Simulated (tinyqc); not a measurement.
Inside a calculation. Method: CCD on RHF in the sto-3g basis, for H3+, spin multiplicity 1. Computed by tinyqc, a small Python program that keeps every step (integrals from PySCF). Settings: charge = 1, multiplicity = 1, basis = sto-3g, method = RHF, energy threshold = 1e-10, iteration cap = 56, orthogonalisation = symmetric, start = core, DIIS depth = 6, amplitude equations = CCD, DIIS depth for amplitudes = 6, cap on updates = 66. Command: `OMP_NUM_THREADS=1 python tinyqc.py 28002 28003 out.jsonl` (the two numbers bound the seeds that draw the settings). One thread of a shared host (Intel(R) Xeon(R) Processor @ 2.60GHz), about 0.05 s of CPU time with the checks. Later iterations appear only in the table of the cycle.

## One-electron integrals

Geometry (angstrom):
```
atom         x         y         z
H     0.000000  0.000000  0.000000
H     0.000000  0.000000  1.099000
H     0.000000  1.067000  0.264000
```

Basis sto-3g: exponents (1/bohr^2) and contraction coefficients of normalised primitives:
```
element  l (shell)  exponent  coefficient
H            s (1)  3.425251     0.154329
H            s (1)  0.623914     0.535328
H            s (1)  0.168855     0.444635
```

Overlap, kinetic and nuclear-attraction integrals over the contracted functions; the nuclear repulsion is the sum of Za Zb / Rab.

nuclear repulsion = 1.35350909 hartree

overlap S, order 1H 1s, 2H 1s, 3H 1s:
$$\begin{pmatrix}
1.000000 & 0.440135 & 0.440039 \\
0.440135 & 1.000000 & 0.314701 \\
0.440039 & 0.314701 & 1.000000
\end{pmatrix}$$

kinetic energy T (hartree), order 1H 1s, 2H 1s, 3H 1s:
$$\begin{pmatrix}
0.760032 & 0.078591 & 0.078540 \\
0.078591 & 0.760032 & 0.025512 \\
0.078540 & 0.025512 & 0.760032
\end{pmatrix}$$

nuclear attraction V (hartree), order 1H 1s, 2H 1s, 3H 1s:
$$\begin{pmatrix}
-2.169518 & -0.873140 & -0.872916 \\
-0.873140 & -2.085759 & -0.599520 \\
-0.872916 & -0.599520 & -2.085691
\end{pmatrix}$$

core Hamiltonian H = T + V (hartree), order 1H 1s, 2H 1s, 3H 1s:
$$\begin{pmatrix}
-1.409487 & -0.794549 & -0.794376 \\
-0.794549 & -1.325728 & -0.574008 \\
-0.794376 & -0.574008 & -1.325660
\end{pmatrix}$$

## Two-electron integrals

Functions are numbered as in S; the eight-fold symmetry (ij|kl) = (ji|kl) = (kl|ij) leaves the list below.

Two-electron integrals (ij|kl) in chemists' order, unique and non-zero (hartree):
```
(11|11) 0.774606   (21|11) 0.265974   (21|21) 0.121009   (22|11) 0.447002
(22|21) 0.265974   (22|22) 0.774606   (31|11) 0.265902   (31|21) 0.102397
(31|22) 0.189527   (31|31) 0.120951   (32|11) 0.153027   (32|21) 0.075037
(32|22) 0.175999   (32|31) 0.075021   (32|32) 0.058111   (33|11) 0.446950
(33|21) 0.189554   (33|22) 0.378092   (33|31) 0.265902   (33|32) 0.175999
(33|33) 0.774606
```

## Orthogonalisation

S = U s U^T; symmetric (Loewdin) form X = U s^(-1/2) U^T, so that X^T S X = 1.

eigenvalues of S: [0.515391, 0.685299, 1.799310]

X, order 1H 1s, 2H 1s, 3H 1s:
$$\begin{pmatrix}
1.148565 & -0.221961 & -0.221881 \\
-0.221961 & 1.098948 & -0.109054 \\
-0.221881 & -0.109054 & 1.098904
\end{pmatrix}$$

## Starting guess

The start is the orbitals of the core Hamiltonian; D = 2 C_occ C_occ^T.

D at the start, order 1H 1s, 2H 1s, 3H 1s:
$$\begin{pmatrix}
0.563956 & 0.397493 & 0.397366 \\
0.397493 & 0.280165 & 0.280075 \\
0.397366 & 0.280075 & 0.279986
\end{pmatrix}$$

## Iteration 1: building the Fock matrix

J_ij = sum D_kl (ij|kl), K_ij = sum D_kl (ik|jl); F = H + J - 0.5 K; E = tr D H + tr D J / 2 - 0.25 tr D K + E_nn.

Coulomb J (hartree), order 1H 1s, 2H 1s, 3H 1s:
$$\begin{pmatrix}
1.195702 & 0.497197 & 0.497055 \\
0.497197 & 1.035622 & 0.336712 \\
0.497055 & 0.336712 & 1.035466
\end{pmatrix}$$

exchange K (hartree), order 1H 1s, 2H 1s, 3H 1s:
$$\begin{pmatrix}
0.984734 & 0.646894 & 0.646723 \\
0.646894 & 0.671197 & 0.488799 \\
0.646723 & 0.488799 & 0.670917
\end{pmatrix}$$

Fock matrix F (hartree), order 1H 1s, 2H 1s, 3H 1s:
$$\begin{pmatrix}
-0.706152 & -0.620799 & -0.620682 \\
-0.620799 & -0.625704 & -0.481695 \\
-0.620682 & -0.481695 & -0.625652
\end{pmatrix}$$

total energy of this density = -1.21014877 hartree

## Iteration 1: diagonalisation and new density

Diagonalise F' = X^T F X, C = X C', fill 1 alpha and 1 beta electrons from the bottom; D = 2 C_occ C_occ^T. Each column has its largest component positive (the first on a tie).

F' = X^T F X (hartree):
$$\begin{pmatrix}
-0.407746 & -0.343685 & -0.343572 \\
-0.343685 & -0.409620 & -0.199533 \\
-0.343572 & -0.199533 & -0.409650
\end{pmatrix}$$

orbital energies (hartree): MO1 -1.004747, MO2 -0.210102, MO3 -0.012166

coefficients C, order 1H 1s, 2H 1s, 3H 1s:
$$\begin{pmatrix}
0.481686 & -0.000313 & 1.088888 \\
0.402766 & -0.853945 & -0.614331 \\
0.402709 & 0.854397 & -0.613633
\end{pmatrix}$$

D after iteration 1, order 1H 1s, 2H 1s, 3H 1s:
$$\begin{pmatrix}
0.464044 & 0.388014 & 0.387959 \\
0.388014 & 0.324441 & 0.324395 \\
0.387959 & 0.324395 & 0.324349
\end{pmatrix}$$

## Iteration 5 (converged): orbitals

converged F (hartree), order 1H 1s, 2H 1s, 3H 1s:
$$\begin{pmatrix}
-0.706570 & -0.620919 & -0.620814 \\
-0.620919 & -0.629675 & -0.489784 \\
-0.620814 & -0.489784 & -0.629620
\end{pmatrix}$$

As before.

F' = X^T F X (hartree):
$$\begin{pmatrix}
-0.409356 & -0.341077 & -0.340982 \\
-0.341077 & -0.412492 & -0.208411 \\
-0.340982 & -0.208411 & -0.412511
\end{pmatrix}$$

orbital energies (hartree): MO1 -1.008887, MO2 -0.204091, MO3 -0.021382

coefficients C, order 1H 1s, 2H 1s, 3H 1s:
$$\begin{pmatrix}
0.475384 & -0.000272 & 1.091654 \\
0.406304 & -0.853974 & -0.611958 \\
0.406256 & 0.854368 & -0.611330
\end{pmatrix}$$

D after iteration 5, order 1H 1s, 2H 1s, 3H 1s:
$$\begin{pmatrix}
0.451980 & 0.386301 & 0.386255 \\
0.386301 & 0.330166 & 0.330127 \\
0.386255 & 0.330127 & 0.330088
\end{pmatrix}$$

## Convergence

Stop when the energy changes by less than 1e-10 hartree and every element of the error matrix X^T (F D S - S D F) X is below 3e-06.

Course of the cycle:
```
iteration  E (hartree)     change  largest element of the error matrix
1          -1.21014877          -                             6.42e-02
2          -1.21475939  -4.61e-03                             7.15e-03
3          -1.21481774  -5.84e-05                             3.35e-05
4          -1.21481775  -1.28e-09                             9.08e-07
5          -1.21481775  -6.29e-13                             5.22e-07
```

PySCF RHF in the same basis = -1.21481775 hartree

Converged in 5 iterations.

## Populations, bond orders and dipole

Mulliken: Z minus the diagonal of D S on the atom; Loewdin: the same with S^(1/2) D S^(1/2); Mayer order: 2 sum_s sum (D(s) S)_ij (D(s) S)_ji over the two atoms.

Charges (e):
```
atom  Mulliken   Loewdin
1H    0.208028  0.214235
2H    0.395918  0.392815
3H    0.396054  0.392950
```

Mayer bond orders:
```
pair     order
2-1   0.478416
3-1   0.478309
3-2   0.364833
```

dipole moment about the origin, x y z (debye): [0.000000, 2.029783, 2.592158]

## Integrals over molecular orbitals

(pq|rs) = sum C_ip C_jq C_kr C_ls (ij|kl), one index at a time.

one-electron integrals over orbitals h = C^T H C (hartree):
$$\begin{pmatrix}
-1.559440 & 0.000029 & -0.030024 \\
0.000029 & -1.096871 & -0.000006 \\
-0.030024 & -0.000006 & -0.979224
\end{pmatrix}$$

Two-electron integrals over orbitals (pq|rs), unique and non-zero (hartree):
```
(11|11) 0.550553    (21|11) -0.000029   (21|21) 0.144696    (22|11) 0.518738
(22|21) 0.000103    (22|22) 0.601450    (31|11) 0.030024    (31|21) 2.77e-06
(31|22) -0.085165   (31|31) 0.145577    (32|11) 4.60e-06    (32|21) -0.112680
(32|22) -0.000036   (32|31) -0.000088   (32|32) 0.099902    (33|11) 0.551710
(33|21) -0.000111   (33|22) 0.481826    (33|31) 0.098020    (33|32) 0.000034
(33|33) 0.616072
```

## CCD: starting amplitudes

t_ij^ab = <ij||ab> / (e_i + e_j - e_a - e_b), whose energy is MP2.

Starting amplitudes (spin orbitals 1a, 1b, ...; amplitudes related by a flip of all spins are not repeated):
```
from      to          t
1a 1b  2a 2b  -0.089896
1a 1b  3a 3b  -0.073710
1a 1b  2a 3b  -1.54e-06
```

correlation energy = -0.02373802 hartree

## CCD: amplitude update 1

t_ij^ab D_ij^ab are set to the remaining terms of the spin-orbital equations, evaluated with the old amplitudes; for the doubles these are <ij||ab> + 1/2 <ab||ef> t_ij^ef + 1/2 <mn||ij> t_mn^ab + P(ij)P(ab) <mb||ej> t_im^ae + terms in t^2, D the orbital-energy denominators.

Amplitudes after update 1 (spin orbitals 1a, 1b, ...; amplitudes related by a flip of all spins are not repeated):
```
from      to          t
1a 1b  2a 2b  -0.119380
1a 1b  3a 3b  -0.096232
1a 1b  2a 3b  -3.16e-06
```

correlation energy = -0.03128297 hartree

## CCD: amplitude update 2

As before.

Amplitudes after update 2 (spin orbitals 1a, 1b, ...; amplitudes related by a flip of all spins are not repeated):
```
from      to          t
1a 1b  2a 2b  -0.128593
1a 1b  3a 3b  -0.102644
1a 1b  2a 3b  -4.13e-06
```

correlation energy = -0.03354954 hartree

## CCD: amplitude update 3

t_ij^ab D_ij^ab are set to the remaining terms of the spin-orbital equations, evaluated with the old amplitudes; for the doubles these are <ij||ab> + 1/2 <ab||ef> t_ij^ef + 1/2 <mn||ij> t_mn^ab + P(ij)P(ab) <mb||ej> t_im^ae + terms in t^2, D the orbital-energy denominators. DIIS then mixes the stored amplitudes.

DIIS coefficients: [-0.424788, 1.424788]

Amplitudes after update 3 (spin orbitals 1a, 1b, ...; amplitudes related by a flip of all spins are not repeated):
```
from      to          t
1a 1b  2a 2b  -0.132679
1a 1b  3a 3b  -0.105133
1a 1b  2a 3b  -4.82e-06
```

correlation energy = -0.03450314 hartree

## CCD: convergence

E_corr = 1/4 sum <ij||ab> t_ij^ab; stop when the norm of the change is below 1e-8.

Course of the amplitude iterations:
```
update  correlation energy (hartree)  norm of the change
0                        -0.02373802                   -
1                        -0.03128297            7.42e-02
2                        -0.03354954            2.24e-02
3                        -0.03450314            6.72e-03
4                        -0.03449656            2.43e-04
5                        -0.03449800            1.28e-05
6                        -0.03449912            2.55e-06
7                        -0.03449854            5.40e-06
8                        -0.03449836            1.28e-06
9                        -0.03449836            2.35e-09
```

Converged amplitudes (spin orbitals 1a, 1b, ...; amplitudes related by a flip of all spins are not repeated):
```
from      to          t
1a 1b  2a 2b  -0.132811
1a 1b  3a 3b  -0.104970
1a 1b  2a 3b  -0.000005
```

CCD total energy = -1.24931611 hartree

Converged in 9 updates, with DIIS from the third.
